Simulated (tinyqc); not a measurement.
Field-effect mobility of a thin-film transistor with band-tail and deep states (multiple trapping). From one set of inputs to another, one input at a time. Computed by tinyqc, a small Python program. Command: `OMP_NUM_THREADS=1 python tinyqc.py 3014513 3014514 out.jsonl tft ladder`. One thread of a shared host (Intel(R) Xeon(R) Processor @ 2.30GHz), about 0.3 s of CPU time with the checks.

A thick film in accumulation at small drain voltage. Only free electrons move; trapped ones still screen the gate. N_c and mu_0 are held fixed when T changes, leaving out the T^(3/2) growth of N_c. x = E_0 - psi is the distance of the Fermi level below the band edge.

The inputs printed are set A. Set A is modelled on amorphous In2O3; the values taken over come from a set modelled on nanocrystalline ZnO. Inputs not listed in the table keep their values of set A, so the rows need not describe a real material.

Inputs (values chosen for the exercise, modelled on amorphous In2O3):
```
quantity,value,unit
permittivity eps,9,-
effective density of states N_c,3.7e+18,1/cm^3
band mobility mu_0,58,cm^2/(V s)
tail density at the edge g_t,1.3e+20,1/(eV cm^3)
tail width E_t,34,meV
"flat-band Fermi level below the edge, E_0",0.36,eV
equivalent oxide thickness t,27,nm
surface band bending psi_s as a fraction of E_0,0.73,-
temperature T,300,K
```

Deep states: none.

Constants: k_B = 8.617333262e-05 eV/K; e = 1.602176634e-19 C; eps_0 = 8.8541878128e-12 F/m.

Method:
- F_j(eta) = int_0^infinity x^j/(1 + exp(x - eta)) dx, without a gamma-function factor.
- Integrals over x = E/(k_B T) use 160 Gauss-Legendre points in u = sqrt(x) from 0 to sqrt(max(eta, 0) + 32).
- Free n(x) = N_c (2/sqrt(pi)) F_1/2(-x/k_B T), with F_1/2 from its two-term series in exp(-x/k_B T) for x >= 12 k_B T; tail n_t(x) = int_0^1.2eV g_t exp(-E/E_t)/(1 + exp((x - E)/k_B T)) dE, E counted down from the edge, 120 Gauss-Legendre points; space charge rho(psi) = n + n_t less its value at psi = 0.
- Poisson: F(psi) = sqrt((2 e/(eps eps_0)) int_0^psi rho dpsi'); V_G - V_FB = psi_s + eps F(psi_s) t/3.9; free sheet density N_f = int (n - n(E_0))/F dpsi; induced sheet density N_i = eps eps_0 F(psi_s)/e; trapezoid rule on 301 even points in psi, the first interval left out of N_f.
- mu_eff = mu_0 N_f/N_i; field-effect mobility mu_FE = mu_0 e (dN_f/dV_G)/C_ox and swing S = dV_G/dlog10(N_f), by a central difference of +/- 2 mV in psi_s; C_ox = 3.9 eps_0/t.

Each row keeps all changes above it:
```
input moved,from,to,effective mobility mu_eff (cm^2/(V s)),V_G - V_FB (V),field-effect mobility mu_FE (cm^2/(V s))
set A,-,-,4.2584,0.8722,6.8539
tail density at the edge g_t (1/(eV cm^3)),1.3e+20,2.3e+20,2.4926,1.0567,4.2100
tail width E_t (meV),34,44,1.0675,1.4193,2.4478
temperature T (K),300,200,0.1314,1.2507,0.4879
permittivity eps,9,8.5,0.1314,1.2229,0.4868
band mobility mu_0 (cm^2/(V s)),58,40,0.0906,1.2229,0.3357
effective density of states N_c (1/cm^3),3.7e+18,3.9e+18,0.0955,1.2230,0.3537
equivalent oxide thickness t (nm),27,14,0.0955,0.7607,0.3283
```

Which inputs carry the difference?

Effective mobility mu_eff goes from 4.26 to 0.0955, a factor 0.0224 in all. The largest single move comes from temperature T (a factor 0.123). V_G - V_FB goes from 0.872 to 0.761, a factor 0.872 in all. The largest single move comes from equivalent oxide thickness t (a factor 0.622), and tail width E_t works against it (a factor 1.34). Field-effect mobility mu_FE goes from 6.85 to 0.328, a factor 0.0479 in all. The largest single move comes from temperature T (a factor 0.199). The single moves hold for this order of the switches; the total does not depend on the order.

Extremes, crossings and ranges named in words are read from the listed rows.
